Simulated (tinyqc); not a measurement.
Static screening by free carriers: one step. Fermi and screening wave vectors. Four cases, with inputs chosen for the exercise.

Task: Also the effective Bohr radius aB = a0 eps/m and rs = (3/(4 pi n))^(1/3)/aB.

kF = (3 pi^2 n/Mv)^(1/3), EF = c kF^2/m with c = hbar^2/2m0, n in 1/angstrom^3 (1e-24 per 1/cm^3), e2 = e^2/(4 pi eps0). Thomas-Fermi: qTF^2 = 6 pi e2 n/(eps EF). Debye: qD^2 = 4 pi e2 n/(eps kB T).

Constants: hbar^2/2m0 = 3.80998211 eV angstrom^2; e^2/(4 pi eps0) = 14.39964547 eV angstrom; kB = 8.617333262e-05 eV/K; a0 (Bohr radius) = 0.5291772105 angstrom.

Give: kF; EF at 0 K; EF/kT; qTF; qD; aB; rs.

Case 1.

Values chosen (near those of InP; not measured data): n = 7.4e+17 1/cm^3 (carrier density); m = 0.0799 m0 (mass of one isotropic valley); Mv = 1 (valleys); eps = 12.5 (background dielectric constant); T = 200 K.

Result:

kF = 0.027982 1/angstrom
EF at 0 K = 37.34 meV
EF/kT = 2.17
qTF = 0.020745 1/angstrom
qD = 0.024931 1/angstrom
aB = 82.79 angstrom
rs = 0.828

The gas is partly degenerate; neither limit is exact, and the true screening wave vector lies below both.

Case 2.

Values chosen (near those of Ge; not measured data): n = 1.9e+18 1/cm^3 (carrier density); m = 0.2213 m0 (mass of one isotropic valley); Mv = 4 (valleys); eps = 15.9 (background dielectric constant); T = 300 K.

Result:

kF = 0.024138 1/angstrom
EF at 0 K = 10.03 meV
EF/kT = 0.388
qTF = 0.056863 1/angstrom
qD = 0.028921 1/angstrom
aB = 38.02 angstrom
rs = 1.32

The gas is not degenerate, so the Debye value applies.

Case 3.

Values chosen (a free-electron density near that of Na; not measured data): n = 2.71e+22 1/cm^3 (carrier density); m = 1 m0 (mass of one isotropic valley); Mv = 1 (valleys); eps = 1 (background dielectric constant); T = 300 K.

Result:

kF = 0.92924 1/angstrom
EF at 0 K = 3290 meV
EF/kT = 127
qTF = 1.4953 1/angstrom
qD = 13.773 1/angstrom
aB = 0.5292 angstrom
rs = 3.90

The gas is degenerate, so the Thomas-Fermi value applies. With rs above 1 exchange and correlation, left out here, are not small.

Case 4.

Values chosen (near those of Ge; not measured data): n = 3.6e+18 1/cm^3 (carrier density); m = 0.2133 m0 (mass of one isotropic valley); Mv = 4 (valleys); eps = 15.7 (background dielectric constant); T = 300 K.

Result:

kF = 0.029869 1/angstrom
EF at 0 K = 15.94 meV
EF/kT = 0.616
qTF = 0.062494 1/angstrom
qD = 0.040062 1/angstrom
aB = 38.95 angstrom
rs = 1.04

The gas is partly degenerate; neither limit is exact, and the true screening wave vector lies below both.

Computed by tinyqc, one run a case: `OMP_NUM_THREADS=1 python tinyqc.py N N+1 out.jsonl` with N = 1651809, 1651871, 1652023, 1652054; one thread of a shared Intel(R) Xeon(R) Processor @ 2.30GHz, about 0.01 s a run at most.
